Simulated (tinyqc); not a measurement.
Worked calculation: CCSD on RHF in the sto-3g basis, for H2, spin multiplicity 1. Computed by tinyqc, a small Python program that keeps every step (integrals from PySCF). Settings: charge = 0, multiplicity = 1, basis = sto-3g, method = RHF, energy threshold = 1e-10, iteration cap = 77, orthogonalisation = symmetric, start = Wolfsberg-Helmholz matrix, DIIS depth = 6, amplitude equations = CCSD, DIIS depth for amplitudes = 0, cap on updates = 81. Command: `OMP_NUM_THREADS=1 python tinyqc.py 29230 29231 out.jsonl` (the two numbers bound the seeds that draw the settings). One thread of a shared host (Intel(R) Xeon(R) Processor @ 2.60GHz), about 0.2 s of CPU time with the checks. The early iterations of the SCF are left out here.

## One-electron integrals

Geometry (angstrom):
```
atom,x,y,z
H,0.000000,0.000000,0.000000
H,0.000000,0.000000,0.776000
```

Basis sto-3g: exponents (1/bohr^2) and contraction coefficients of normalised primitives:
```
element,l (shell),exponent,coefficient
H,s (1),3.425251,0.154329
H,s (1),0.623914,0.535328
H,s (1),0.168855,0.444635
```

Overlap, kinetic and nuclear-attraction integrals over the contracted functions; the nuclear repulsion is the sum of Za Zb / Rab.

nuclear repulsion = 0.68192940 hartree

overlap S:
```
,1H 1s,2H 1s
1H 1s,1.000000,0.636379
2H 1s,0.636379,1.000000
```

kinetic energy T (hartree):
```
,1H 1s,2H 1s
1H 1s,0.760032,0.216053
2H 1s,0.216053,0.760032
```

nuclear attraction V (hartree):
```
,1H 1s,2H 1s
1H 1s,-1.858179,-1.133641
2H 1s,-1.133641,-1.858179
```

core Hamiltonian H = T + V (hartree):
```
,1H 1s,2H 1s
1H 1s,-1.098147,-0.917589
2H 1s,-0.917589,-1.098147
```

## Two-electron integrals

Functions are numbered as in S; the eight-fold symmetry (ij|kl) = (ji|kl) = (kl|ij) leaves the list below.

Two-electron integrals (ij|kl) in chemists' order, unique and non-zero (hartree):
```
i,j,k,l,(ij|kl)
1,1,1,1,0.774606
2,1,1,1,0.424266
2,1,2,1,0.274338
2,2,1,1,0.556535
2,2,2,1,0.424266
2,2,2,2,0.774606
```

## Orthogonalisation

S = U s U^T; symmetric (Loewdin) form X = U s^(-1/2) U^T, so that X^T S X = 1.

eigenvalues of S: 0.363621  1.636379

X:
```
,1H 1s,2H 1s
1H 1s,1.220040,-0.438307
2H 1s,-0.438307,1.220040
```

## Iteration 2 (converged): orbitals

converged F (hartree):
```
,1H 1s,2H 1s
1H 1s,-0.345916,-0.576895
2H 1s,-0.576895,-0.345916
```

Diagonalise F' = X^T F X, C = X C', fill 1 alpha and 1 beta electrons from the bottom; D = 2 C_occ C_occ^T. Each column has its largest component positive (the first on a tie).

F' = X^T F X (hartree):
```
,1,2
1,0.035642,-0.599577
2,-0.599577,0.035642
```

orbital energies (hartree): MO1 -0.563934, MO2 0.635219

coefficients C:
```
,MO1,MO2
1H 1s,0.552768,1.172628
2H 1s,0.552768,-1.172628
```

D after iteration 2:
```
,1H 1s,2H 1s
1H 1s,0.611105,0.611105
2H 1s,0.611105,0.611105
```

## Convergence

Stop when the energy changes by less than 1e-10 hartree and every element of the error matrix X^T (F D S - S D F) X is below 3e-06.

Course of the cycle:
```
iteration,E (hartree),change,largest element of the error matrix
1,-1.11383206,-,2.41e-16
2,-1.11383206,0.000000,2.41e-16
```

PySCF RHF in the same basis = -1.11383206 hartree

Converged in 2 iterations.

## Integrals over molecular orbitals

(pq|rs) = sum C_ip C_jq C_kr C_ls (ij|kl), one index at a time.

one-electron integrals over orbitals h = C^T H C (hartree):
```
,1,2
1,-1.231827,0.000000
2,0.000000,-0.496555
```

Two-electron integrals over orbitals (pq|rs), unique and non-zero (hartree):
```
p,q,r,s,(pq|rs)
1,1,1,1,0.667893
2,1,2,1,0.183246
2,2,1,1,0.657510
2,2,2,2,0.691090
```

## CCSD: starting amplitudes

t_ij^ab = <ij||ab> / (e_i + e_j - e_a - e_b), whose energy is MP2.

Starting amplitudes (spin orbitals 1a, 1b, ...; amplitudes related by a flip of all spins are not repeated):
```
from,to,t
1a 1b,2a 2b,-0.076406
```

correlation energy = -0.01400117 hartree

## CCSD: amplitude update 1

t_i^a D_i^a and t_ij^ab D_ij^ab are set to the remaining terms of the spin-orbital equations, evaluated with the old amplitudes; for the doubles these are <ij||ab> + 1/2 <ab||ef> t_ij^ef + 1/2 <mn||ij> t_mn^ab + P(ij)P(ab) <mb||ej> t_im^ae + terms in t^2 + terms with t1, D the orbital-energy denominators.

Amplitudes after update 1 (spin orbitals 1a, 1b, ...; amplitudes related by a flip of all spins are not repeated):
```
from,to,t
1a 1b,2a 2b,-0.104778
```

correlation energy = -0.01920023 hartree

## CCSD: amplitude update 2

As before.

Amplitudes after update 2 (spin orbitals 1a, 1b, ...; amplitudes related by a flip of all spins are not repeated):
```
from,to,t
1a 1b,2a 2b,-0.115087
```

correlation energy = -0.02108917 hartree

## CCSD: convergence

E_corr = 1/4 sum <ij||ab> t_ij^ab + 1/2 sum <ij||ab> t_i^a t_j^b; stop when the norm of the change is below 1e-8.

Course of the amplitude iterations:
```
update,correlation energy (hartree),norm of the change
0,-0.01400117,-
1,-0.01920023,5.67e-02
2,-0.02108917,2.06e-02
3,-0.02176989,7.43e-03
4,-0.02201447,2.67e-03
5,-0.02210225,9.58e-04
6,-0.02213375,3.44e-04
7,-0.02214504,1.23e-04
8,-0.02214910,4.42e-05
9,-0.02215055,1.59e-05
10,-0.02215107,5.69e-06
11,-0.02215126,2.04e-06
12,-0.02215133,7.32e-07
13,-0.02215135,2.63e-07
14,-0.02215136,9.42e-08
15,-0.02215136,3.38e-08
16,-0.02215136,1.21e-08
17,-0.02215136,4.35e-09
```

Converged amplitudes (spin orbitals 1a, 1b, ...; amplitudes related by a flip of all spins are not repeated):
```
from,to,t
1a 1b,2a 2b,-0.120883
```

CCSD total energy = -1.13598343 hartree

T1 diagnostic, norm of the one-spin t1 over sqrt(correlated electrons) = 0.000000

Converged in 17 updates.
